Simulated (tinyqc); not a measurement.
# Frequency dispersion of an accumulation capacitance by border traps, distributed model: effects of single changes

Traps spread evenly through the insulator exchange electrons with the semiconductor by tunnelling, with tau(x) = t0 exp(2 ka x) at depth x from the interface. The admittance per area Y seen at depth x obeys dY/dx = -Y^2/(i w eps0 eox) + q Nb ln(1 + i w tau)/tau, with Y(0) = i w Cs and w = 2 pi f; the gate sees Y(tox) = G + i w C. Working variable y = Y/(i w), in uF/cm^2. Cox = eps0 eox/tox.

Inputs (values chosen for the exercise); permittivity close to that of hafnium oxide:
```
symbol,value,unit,meaning
eox,19,,relative permittivity of the insulator
tox,6.3,nm,insulator thickness
Cs,1.5,uF/cm^2,semiconductor capacitance in accumulation
Nb,1.4e19,cm^-3 eV^-1,density of border traps
ka,5.8,1/nm,decay constant of the wave function in the insulator
t0,3e-9,s,time constant of a trap at the interface
f,10000,Hz,frequency
```

Constants: q = 1.602176634e-19 C, eps0 = 8.8541878128e-14 F/cm where lengths are in cm. Results are converted to the units shown.

Each table varies one quantity; the others keep the values above.

## Capacitance and loss against frequency

Cox; trap-free value 1/(1/Cox + 1/Cs); response depth d = ln(1/(w t0))/(2 ka), where w tau = 1; lumped estimate: all traps within d act as C_bt = q Nb d placed at d/2, so C = 1/{1/[1/(1/Cs + d/(2 eps0 eox)) + C_bt] + (tox - d/2)/(eps0 eox)}. C and G from a fine integration; dispersion -d C/d log10 f over C, from f times and over 1.1. For a broad spread of time constants G/w is close to -(pi/2) dC/d ln w.

The same in every row: trap-free C (uF/cm^2) = 0.9605.

Result of one run:
```
f (Hz)  d (nm)  C (uF/cm^2)  G/w (uF/cm^2)  dispersion (% a decade)  -(pi/2) dC/d ln w (uF/cm^2)  lumped C (uF/cm^2)
1e5     0.5408        1.020        0.01308                    1.880                      0.01308               1.011
```

What becomes of these results when the frequency f is changed from 1e5 to 100 Hz, all else the same?

Result of the changed run:
```
f (Hz)  d (nm)  C (uF/cm^2)  G/w (uF/cm^2)  dispersion (% a decade)  -(pi/2) dC/d ln w (uF/cm^2)  lumped C (uF/cm^2)
100      1.136        1.079        0.01382                    1.878                      0.01382               1.069
```

The whole series:
```
f (Hz)  d (nm)  C (uF/cm^2)  G/w (uF/cm^2)  dispersion (% a decade)  -(pi/2) dC/d ln w (uF/cm^2)  lumped C (uF/cm^2)
10       1.335        1.099        0.01410                    1.880                      0.01410               1.090
100      1.136        1.079        0.01382                    1.878                      0.01382               1.069
1000    0.9378        1.059        0.01356                    1.877                      0.01356               1.050
10000   0.7393        1.039        0.01331                    1.878                      0.01331               1.030
1e5     0.5408        1.020        0.01308                    1.880                      0.01308               1.011
1e6     0.3424        1.001        0.01280                    1.885                      0.01287              0.9923
1e7     0.1439       0.9820        0.01195                    1.872                      0.01254              0.9738
```

C falls from 1.099 to 0.9820 uF/cm^2, towards the trap-free 0.9605; each decade of frequency removes ln 10/(2 ka) = 0.198 nm from the response depth. The dispersion moves up and down between 1.87 and 1.88 % a decade and G/w falls from 0.0141 to 0.0120 uF/cm^2. G/w lies between 0.953 and 1.00 times -(pi/2) dC/d ln w, the relation for a broad spread of time constants.

## Effect of the decay constant of the wave function in the insulator

Same model as above.

The same in every row: trap-free C (uF/cm^2) = 0.9605.

Results:
```
ka (1/nm)  d (nm)  C (uF/cm^2)  G/w (uF/cm^2)  dispersion (% a decade)  -(pi/2) dC/d ln w (uF/cm^2)  lumped C (uF/cm^2)
2.5         1.715        1.153        0.03457                    4.390                      0.03453               1.129
3.2         1.340        1.108        0.02578                    3.410                      0.02576               1.090
3.9         1.100        1.080        0.02057                    2.792                      0.02057               1.066
5.3        0.8091        1.047        0.01467                    2.054                      0.01467               1.037
6          0.7147        1.036        0.01284                    1.815                      0.01283               1.028
6.7        0.6400        1.028        0.01141                    1.627                      0.01141               1.021
7.4        0.5795        1.022        0.01027                    1.474                      0.01027               1.015
```

Estimate the missing row, ka = 4.6 1/nm.

Computed row:
```
ka (1/nm)  d (nm)  C (uF/cm^2)  G/w (uF/cm^2)  dispersion (% a decade)  -(pi/2) dC/d ln w (uF/cm^2)  lumped C (uF/cm^2)
4.6        0.9322        1.061        0.01713                    2.366                      0.01712               1.049
```

With this row back in the table: As ka goes from 2.5 to 7.4, C falls from 1.15 to 1.02 uF/cm^2, the dispersion falls from 4.39 to 1.47 % a decade and G/w falls from 0.0346 to 0.0103 uF/cm^2. The lumped estimate is 2.1 % below C in the first row and 0.66 % below it in the last.

Program tinyqc, `OMP_NUM_THREADS=1 python tinyqc.py 2202003 2202004 out.jsonl`; Intel Xeon 2.30GHz, shared host, one thread, about 0.4 s.
